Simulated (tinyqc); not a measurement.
Inside a calculation. Method: UHF in the sto-6g basis, for H3, spin multiplicity 2. Computed by tinyqc, a small Python program that keeps every step (integrals from PySCF). Settings: charge = 0, multiplicity = 2, basis = sto-6g, energy threshold = 1e-09, iteration cap = 81, orthogonalisation = symmetric, start = random, DIIS depth = 0, method = UHF. Command: `OMP_NUM_THREADS=1 python tinyqc.py 21290 21291 out.jsonl` (the two numbers bound the seeds that draw the settings). One thread of a shared host (Intel(R) Xeon(R) Processor @ 2.60GHz), about 0.1 s of CPU time with the checks. Later iterations appear only in the table of the cycle.

## One-electron integrals

Geometry (angstrom):
```
atom         x         y          z
H     0.000000  0.000000   0.000000
H     0.000000  0.000000   0.819000
H     0.000000  0.000000  -0.819000
```

Basis sto-6g: exponents (1/bohr^2) and contraction coefficients of normalised primitives:
```
element  l (shell)   exponent  coefficient
H            s (1)  35.523221     0.009164
H            s (1)   6.513144     0.049361
H            s (1)   1.822143     0.168538
H            s (1)   0.625955     0.370563
H            s (1)   0.243077     0.416492
H            s (1)   0.100112     0.130334
```

Overlap, kinetic and nuclear-attraction integrals over the contracted functions; the nuclear repulsion is the sum of Za Zb / Rab.

nuclear repulsion = 1.61531505 hartree

overlap S, order 1H 1s, 2H 1s, 3H 1s:
```
[[1.000000, 0.608482, 0.608482],
 [0.608482, 1.000000, 0.209911],
 [0.608482, 0.209911, 1.000000]]
```

kinetic energy T (hartree), order 1H 1s, 2H 1s, 3H 1s:
```
[[0.768522, 0.190813, 0.190813],
 [0.190813, 0.768522, -0.001153],
 [0.190813, -0.001153, 0.768522]]
```

nuclear attraction V (hartree), order 1H 1s, 2H 1s, 3H 1s:
```
[[-2.450589, -1.325056, -1.325056],
 [-1.325056, -2.167414, -0.422308],
 [-1.325056, -0.422308, -2.167414]]
```

core Hamiltonian H = T + V (hartree), order 1H 1s, 2H 1s, 3H 1s:
```
[[-1.682067, -1.134242, -1.134242],
 [-1.134242, -1.398892, -0.423460],
 [-1.134242, -0.423460, -1.398892]]
```

## Two-electron integrals

Functions are numbered as in S; the eight-fold symmetry (ij|kl) = (ji|kl) = (kl|ij) leaves the list below.

Two-electron integrals (ij|kl) in chemists' order, unique and non-zero (hartree):
```
(11|11) 0.774999   (21|11) 0.400432   (21|21) 0.247965   (22|11) 0.540687
(22|21) 0.400432   (22|22) 0.774999   (31|11) 0.400432   (31|21) 0.193288
(31|22) 0.250326   (31|31) 0.247965   (32|11) 0.131056   (32|21) 0.072877
(32|22) 0.107991   (32|31) 0.072877   (32|32) 0.024209   (33|11) 0.540687
(33|21) 0.250326   (33|22) 0.319057   (33|31) 0.400432   (33|32) 0.107991
(33|33) 0.774999
```

## Orthogonalisation

S = U s U^T; symmetric (Loewdin) form X = U s^(-1/2) U^T, so that X^T S X = 1.

eigenvalues of S: [0.238055, 0.790089, 1.971856]

X, order 1H 1s, 2H 1s, 3H 1s:
```
[[1.461811, -0.469374, -0.469374],
 [-0.469374, 1.212456, 0.087432],
 [-0.469374, 0.087432, 1.212456]]
```

## Starting guess

The start is random orthonormal orbitals; D(s) = C_occ C_occ^T for each spin.

D(alpha) at the start, order 1H 1s, 2H 1s, 3H 1s:
```
[[0.612400, 0.287047, -0.074510],
 [0.287047, 0.422308, -0.552061],
 [-0.074510, -0.552061, 0.938409]]
```

D(beta) at the start, order 1H 1s, 2H 1s, 3H 1s:
```
[[0.198376, 0.289436, -0.377179],
 [0.289436, 0.422295, -0.550315],
 [-0.377179, -0.550315, 0.717145]]
```

## Iteration 1: building the Fock matrix

J_ij = sum D_kl (ij|kl) with D = D(alpha) + D(beta), K_ij = sum D_kl (ik|jl) for each spin; F = H + J - K(s); E = tr D H + tr D J / 2 - 0.5 sum_s tr D(s) K(s) + E_nn.

Coulomb J (hartree), order 1H 1s, 2H 1s, 3H 1s:
```
[[1.791149, 1.027902, 1.037196],
 [1.027902, 1.618611, 0.341065],
 [1.037196, 0.341065, 1.679686]]
```

exchange K(alpha) (hartree), order 1H 1s, 2H 1s, 3H 1s:
```
[[0.768820, 0.506505, 0.507682],
 [0.506505, 0.601651, 0.144503],
 [0.507682, 0.144503, 0.752274]]
```

exchange K(beta) (hartree), order 1H 1s, 2H 1s, 3H 1s:
```
[[0.153273, 0.228865, 0.015930],
 [0.228865, 0.451795, -0.055871],
 [0.015930, -0.055871, 0.236459]]
```

F(alpha) (hartree), order 1H 1s, 2H 1s, 3H 1s:
```
[[-0.659738, -0.612846, -0.604729],
 [-0.612846, -0.381932, -0.226898],
 [-0.604729, -0.226898, -0.471480]]
```

F(beta) (hartree), order 1H 1s, 2H 1s, 3H 1s:
```
[[-0.044191, -0.335205, -0.112976],
 [-0.335205, -0.232076, -0.026524],
 [-0.112976, -0.026524, 0.044335]]
```

total energy of this density = -1.07680677 hartree

## Iteration 1: diagonalisation and new density

Diagonalise F' = X^T F X, C = X C', fill 2 alpha and 1 beta electrons from the bottom; D(s) = C_occ C_occ^T. Each column has its largest component positive (the first on a tie).

F' = X^T F X (alpha) (hartree):
```
[[-0.026937, -0.603919, -0.543285],
 [-0.603919, -0.011348, 0.171781],
 [-0.543285, 0.171781, -0.150875]]
```

orbital energies (alpha) (hartree): [-0.781953, -0.258237, 0.851030]

coefficients C (alpha), order 1H 1s, 2H 1s, 3H 1s:
```
[[0.615748, -0.126454, 1.477288],
 [0.259282, -0.729709, -1.048000],
 [0.308100, 0.856373, -0.932581]]
```

F' = X^T F X (beta) (hartree):
```
[[0.467547, -0.530533, -0.311022],
 [-0.530533, 0.034616, 0.204618],
 [-0.311022, 0.204618, 0.204143]]
```

orbital energies (beta) (hartree): [-0.321945, 0.029714, 0.998538]

coefficients C (beta), order 1H 1s, 2H 1s, 3H 1s:
```
[[0.425849, 0.196947, 1.535376],
 [0.742164, -0.380111, -1.001357],
 [-0.179595, 0.913594, -0.911646]]
```

D(alpha) after iteration 1, order 1H 1s, 2H 1s, 3H 1s:
```
[[0.395136, 0.251928, 0.081420],
 [0.251928, 0.599703, -0.545018],
 [0.081420, -0.545018, 0.828300]]
```

D(beta) after iteration 1, order 1H 1s, 2H 1s, 3H 1s:
```
[[0.181348, 0.316050, -0.076480],
 [0.316050, 0.550808, -0.133289],
 [-0.076480, -0.133289, 0.032254]]
```

## Iteration 2: building the Fock matrix

As before.

Coulomb J (hartree), order 1H 1s, 2H 1s, 3H 1s:
```
[[1.815167, 1.091684, 0.986589],
 [1.091684, 1.788751, 0.343391],
 [0.986589, 0.343391, 1.487517]]
```

exchange K(alpha) (hartree), order 1H 1s, 2H 1s, 3H 1s:
```
[[0.716600, 0.507669, 0.503379],
 [0.507669, 0.678714, 0.151239],
 [0.503379, 0.151239, 0.738641]]
```

exchange K(beta) (hartree), order 1H 1s, 2H 1s, 3H 1s:
```
[[0.425460, 0.476898, 0.124788],
 [0.476898, 0.685802, 0.129694],
 [0.124788, 0.129694, 0.039327]]
```

F(alpha) (hartree), order 1H 1s, 2H 1s, 3H 1s:
```
[[-0.583500, -0.550228, -0.651033],
 [-0.550228, -0.288855, -0.231308],
 [-0.651033, -0.231308, -0.650017]]
```

F(beta) (hartree), order 1H 1s, 2H 1s, 3H 1s:
```
[[-0.292360, -0.519456, -0.272441],
 [-0.519456, -0.295943, -0.209763],
 [-0.272441, -0.209763, 0.049298]]
```

total energy of this density = -1.39800269 hartree

## Iteration 2: diagonalisation and new density

As before.

F' = X^T F X (alpha) (hartree):
```
[[0.092818, -0.590523, -0.565591],
 [-0.590523, 0.072506, 0.163048],
 [-0.565591, 0.163048, -0.349197]]
```

orbital energies (alpha) (hartree): [-0.799957, -0.282082, 0.898165]

coefficients C (alpha), order 1H 1s, 2H 1s, 3H 1s:
```
[[0.471853, -0.345917, 1.495062],
 [0.129500, -0.724275, -1.075483],
 [0.571708, 0.789472, -0.864807]]
```

F' = X^T F X (beta) (hartree):
```
[[0.315193, -0.634981, -0.411054],
 [-0.634981, 0.070044, 0.082641],
 [-0.411054, 0.082641, 0.314051]]
```

orbital energies (beta) (hartree): [-0.508416, 0.171930, 1.035773]

coefficients C (beta), order 1H 1s, 2H 1s, 3H 1s:
```
[[0.526192, 0.118627, 1.512139],
 [0.552954, -0.625337, -1.000601],
 [0.067328, 0.888931, -0.950408]]
```

D(alpha) after iteration 2, order 1H 1s, 2H 1s, 3H 1s:
```
[[0.342303, 0.311643, -0.003329],
 [0.311643, 0.541344, -0.497758],
 [-0.003329, -0.497758, 0.950116]]
```

D(beta) after iteration 2, order 1H 1s, 2H 1s, 3H 1s:
```
[[0.276878, 0.290960, 0.035427],
 [0.290960, 0.305758, 0.037229],
 [0.035427, 0.037229, 0.004533]]
```

## Iteration 23 (converged): orbitals

converged F(alpha) (hartree), order 1H 1s, 2H 1s, 3H 1s:
```
[[-0.465062, -0.576392, -0.576392],
 [-0.576392, -0.512720, -0.235742],
 [-0.576392, -0.235742, -0.512735]]
```

converged F(beta) (hartree), order 1H 1s, 2H 1s, 3H 1s:
```
[[-0.495549, -0.498605, -0.498592],
 [-0.498605, -0.101825, -0.307010],
 [-0.498592, -0.307010, -0.101803]]
```

As before.

F' = X^T F X (alpha) (hartree):
```
[[0.258354, -0.573468, -0.573461],
 [-0.573468, -0.206731, 0.143833],
 [-0.573461, 0.143833, -0.206752]]
```

orbital energies (alpha) (hartree): [-0.729033, -0.350575, 0.924478]

coefficients C (alpha), order 1H 1s, 2H 1s, 3H 1s:
```
[[0.414874, -0.000019, 1.550933],
 [0.412356, -0.795510, -0.946115],
 [0.412378, 0.795515, -0.946101]]
```

F' = X^T F X (beta) (hartree):
```
[[0.129355, -0.577681, -0.577670],
 [-0.577681, 0.283699, 0.023995],
 [-0.577670, 0.023995, 0.283717]]
```

orbital energies (beta) (hartree): [-0.603280, 0.259713, 1.040337]

coefficients C (beta), order 1H 1s, 2H 1s, 3H 1s:
```
[[0.645116, 0.000011, 1.470150],
 [0.264239, -0.795511, -0.997671],
 [0.264218, 0.795514, -0.997674]]
```

D(alpha) after iteration 23, order 1H 1s, 2H 1s, 3H 1s:
```
[[0.172120, 0.171091, 0.171070],
 [0.171091, 0.802874, -0.462794],
 [0.171070, -0.462794, 0.802899]]
```

D(beta) after iteration 23, order 1H 1s, 2H 1s, 3H 1s:
```
[[0.416174, 0.170465, 0.170451],
 [0.170465, 0.069822, 0.069817],
 [0.170451, 0.069817, 0.069811]]
```

## Convergence

Stop when the energy changes by less than 1e-09 hartree and every element of the error matrix X^T (F D S - S D F) X (for each spin) is below 9e-06.

Course of the cycle:
```
iteration  E (hartree)     change  largest element of the error matrix
1          -1.07680677          -                             2.34e-01
2          -1.39800269  -3.21e-01                             1.29e-01
3          -1.50448564  -1.06e-01                             7.62e-02
4          -1.53143822  -2.70e-02                             5.00e-02
5          -1.54252351  -1.11e-02                             3.19e-02
6          -1.54712711  -4.60e-03                             1.95e-02
7          -1.54895110  -1.82e-03                             1.16e-02
8          -1.54965382  -7.03e-04                             6.81e-03
9          -1.54992151  -2.68e-04                             3.99e-03
10         -1.55002325  -1.02e-04                             2.38e-03
11         -1.55006197  -3.87e-05                             1.48e-03
12         -1.55007674  -1.48e-05                             9.16e-04
13         -1.55008238  -5.64e-06                             5.68e-04
14         -1.55008454  -2.16e-06                             3.52e-04
15         -1.55008537  -8.28e-07                             2.18e-04
16         -1.55008569  -3.17e-07                             1.35e-04
17         -1.55008581  -1.22e-07                             8.36e-05
18         -1.55008586  -4.67e-08                             5.18e-05
19         -1.55008588  -1.79e-08                             3.21e-05
20         -1.55008588  -6.88e-09                             1.99e-05
21         -1.55008589  -2.64e-09                             1.23e-05
22         -1.55008589  -1.01e-09                             7.63e-06
23         -1.55008589  -3.89e-10                             4.73e-06
```

PySCF UHF in the same basis, after a stability check = -1.55008589 hartree

Converged in 23 iterations.

## Populations, bond orders and dipole

Mulliken: Z minus the diagonal of D S on the atom; Loewdin: the same with S^(1/2) D S^(1/2); Mayer order: 2 sum_s sum (D(s) S)_ij (D(s) S)_ji over the two atoms.

Charges (e):
```
atom   Mulliken    Loewdin  Mulliken spin
1H    -0.003935   0.042891      -0.243296
2H     0.001964  -0.021449       0.621632
3H     0.001971  -0.021442       0.621664
```

Mayer bond orders:
```
pair     order
2-1   0.470416
3-1   0.470376
3-2   0.143154
```

dipole moment about the origin, x y z (debye): [0.000000, 0.000000, -0.000027]

<S^2> of the determinant (pure state: 0.75) = 0.772965
